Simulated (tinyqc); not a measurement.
# Field length and prefactor from two substrate currents

Question. For Em = (Vd - Vdsat)/l, Isub/Id = (Ai/Bi)(Vd - Vdsat) exp(-Bi l/(Vd - Vdsat)), and l = sqrt(3 tox xj). Find l, Ai and xj.

Values chosen for this exercise:
- tox = 18 nm (oxide thickness)
- Bi = 1.7 MV/cm (ionisation field)

Isub/Id at Vd - Vdsat = 3.2 and 4.3 V: 0.0115080146  0.0680177202

Answer. ln[Isub/(Id (Vd - Vdsat))] is linear in 1/(Vd - Vdsat) with slope -Bi l.

l = 109 nm
Ai = 2.00e6 1/cm
xj = 220 nm

Numbers from tinyqc (`OMP_NUM_THREADS=1 python tinyqc.py 2550111 2550112 out.jsonl`; about 0.01 s on one thread of a shared Intel Xeon 2.30GHz).
